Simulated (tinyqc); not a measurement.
Length of a polyene: Hueckel, PPP and singles CI along the polyenes. Computed by the program tinyqc. 

All-trans chains of carbon centres 1.40 angstrom apart:
```
parameter                               value
beta (eV), times 1 +/- alternation  -2.550000
alternation                          0.160000
W (eV)                              11.160000
gamma_rr (eV)                       10.340000
repulsion formula                          MN
```

Hueckel uses the same beta without repulsion; CIS keeps all single excitations and so misses the low, doubly excited 2Ag state. W is the valence ionisation energy of a centre, MN the Mataga-Nishimoto formula, f the oscillator strength.

Gaps and excitations (eV):
```
centres  Hueckel gap  PPP orbital gap  bright singlet (CIS)       f  lowest triplet (CIS)
2             5.9160          11.0724                8.5078  0.7294                3.3242
4             4.1498           8.8592                6.2127  1.0494                2.5002
6             3.3421           7.7841                5.2020  1.4246                2.1276
8             2.8893           7.1655                4.6323  1.7716                1.9307
10            2.6038           6.7725                4.2757  2.1014                1.8150
12            2.4095           6.5061                4.0372  2.4222                1.7417
```

The Hueckel gap tends to 4 x alternation x |beta| = 1.63 eV for long chains. Exchange opens the PPP orbital gap, and the attraction of electron and hole brings the bright state 2.47 eV below it at 12 centres; the triplet lies 2.30 eV lower still.
